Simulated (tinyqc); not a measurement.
Delta-doped layer in the Thomas-Fermi potential, step by step. Values are carried at full precision from step to step, so a last printed digit may differ when a step is redone from the rounded ones.

All donors ionised in the plane z = 0, zero temperature, energies from the Fermi level EF of the Thomas-Fermi model, which lies at the bulk band edge; c = hbar^2/2m0, q = e^2/(4 pi eps0). gv = 4 equivalent valleys, m_d = sqrt(m3^3/mz) in the plane. With n = (gv/3 pi^2)(m3 (-V)/c)^(3/2) and V'' = -(4 pi q/eps) n for z > 0, the solution is V = -b/(|z| + z0)^4 with sqrt(b) = 20/K, K = (4 pi q/eps)(gv/3 pi^2)(m3/c)^(3/2), and z0^5 = 4b/(e F0), e F0 = 2 pi q N/eps; 1e13/cm^2 = 1e-3/angstrom^2. Exchange and correlation are left out.

Constants: hbar^2/2m0 = 3.80998211 eV angstrom^2; e^2/(4 pi eps0) = 14.39964547 eV angstrom.

Values chosen for the exercise (near those of a delta-doped layer in Ge; shifted at random, so the results belong to these values and not to a real crystal): m3 = 0.219 m0 (density-of-states mass of a valley); mz = 0.118 m0 (mass along z); eps = 16.3 (dielectric constant); N = 1.2 x 1e13/cm^2 (donor sheet density).

## The Thomas-Fermi well

Give K, b, e F0, z0 and the depth b/z0^4.

K = 0.020668 eV^(-1/2) angstrom^-2
b = 9.3642e+05 eV angstrom^4
e F0 = 0.0066608 eV/angstrom
z0 = 56.23 angstrom
depth = 0.0936 eV

Half of the electrons lie within |z| < (2^(1/5) - 1) z0 = 8.4 angstrom. The mean donor spacing in the plane is 28.9 angstrom, against a Bohr radius 0.529177 eps/m3 = 39.4 angstrom: the spacing is not small against it, so the smeared sheet is a crude model.

## Profile

V = -b/(|z| + z0)^4, n and the share of electrons beyond |z|, (z0/(|z| + z0))^5, at z = 0, 0.1, 0.25, 0.5, 1 and 2 times z0; n = (eps/(4 pi q)) 20 b/(|z| + z0)^6, q = e^2/(4 pi eps0), 1/angstrom^3 = 1e24/cm^3.

Profile:
```
z (angstrom)   V (eV)  n (1e19/cm^3)  share beyond
0.0           -0.0936           5.33         1.000
5.6           -0.0640           3.01         0.621
14.1          -0.0384           1.40         0.328
28.1          -0.0185          0.468         0.132
56.2          -0.0059         0.0834         0.031
112.5         -0.0012        0.00732         0.004
```

## Subbands

Subbands solve -(c/m_z) psi'' + V psi = E psi on 1280 points of spacing z0/80; up to ten levels for each group, kept if bound with an rms width below 2.5 z0.

List the bound levels with their rms width.

Subbands:
```
label  valleys g  m_d (m0)   E (eV)  rms z (angstrom)
0              4    0.2983  -0.0265              29.7
```

## Filling the subbands

At zero temperature n_i = g m_d (mu - E_i)/(2 pi c) for E_i < mu, c = hbar^2/2m0; find mu from sum n_i = N (1e13/cm^2 = 1e-3/angstrom^2).

mu = -0.0024 eV

n_i in the order of the list (1e13/cm^2): 1.200

1 subband filled in part, the lowest with 100 % of the electrons. The potential was built for a Fermi level at 0; filling its quantised levels puts mu 2.6 % of the depth below that; with so few subbands the Thomas-Fermi picture is crude, and a close match would be chance.

## Estimate from a V-shaped well

Near z = 0 the well is -depth + e F0 |z|, whose levels are a (c (e F0)^2/m_z)^(1/3) with a = 1.018793 (even) and 2.338107 (odd); c = hbar^2/2m0, m_z = mz.

levels 0 and 1 (eV): 0.0212  0.1699

Level 0 comes out 48 meV too high, since screening flattens the true well away from the plane, and both levels land above the rim at 0.

## Checks

- Integral of the Thomas-Fermi density against N, 1e13/cm^2: both 1.200.
- Lowest level on a finer grid (z0/200), eV: both -0.026.

(tinyqc, `OMP_NUM_THREADS=1 python tinyqc.py 1252241 1252242 out.jsonl`, Intel(R) Xeon(R) Processor @ 2.30GHz, 1 thread, shared host, about 0.07 s.)
